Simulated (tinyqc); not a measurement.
Deep-level transient spectroscopy: one step of the calculation.

Schottky contact on an n-type layer with shallow donors Nd (all ionised) and a donor-like deep trap, neutral when filled and positive when empty; depletion approximation. Traps within lam of the depletion edge stay filled. A long pulse to Vp fills the traps beyond x1 = Wp - lam; back at Vr those between x1 and x2 = Wr - lam emit. A rate window reads S = C(t2) - C(t1).

Problem. The transient. W(t)^2 = Wr^2 + (Nt/Nd)(x2^2 - x1^2) exp(-en t), C = eps0 eps_r/W; for small Nt, dC/C = -(Nt/2 Nd) G exp(-en t) with G = (x2^2 - x1^2)/Wr^2. S = C(t2) - C(t1).

Values chosen for this exercise; material values close to those of silicon: relative permittivity eps_r = 11.5; shallow donor density Nd = 4.4e15 cm^-3; trap density Nt = 3.2e14 cm^-3; first sampling time t1 = 0.1 ms; second sampling time t2 = 0.4 ms.

Constants: eps0 = 8.8541878128e-14 F/cm where lengths are in cm. Results are converted to the units shown.

t, sample 0 to 6 (ms): 0  0.05  0.1  0.25  0.4  0.8  2
en = 3247.6755 1/s
Wr = 1619.3112 nm
G = (x2^2 - x1^2)/Wr^2 = 0.75200325

Find: C; C - C(final); S.

Solution.

```
sample  C (nF/cm^2)  C - C(final) (pF/cm^2)
0            6.1228                 -165.20
1            6.1468                 -141.27
2            6.1674                 -120.70
3            6.2131                  -74.98
4            6.2417                  -46.39
5            6.2753                  -12.76
6            6.2878                   -0.26
```

S = 74.314 pF/cm^2

Numbers from tinyqc (`OMP_NUM_THREADS=1 python tinyqc.py 2050071 2050072 out.jsonl`; about 0.01 s on one thread of a shared Intel Xeon 2.30GHz).
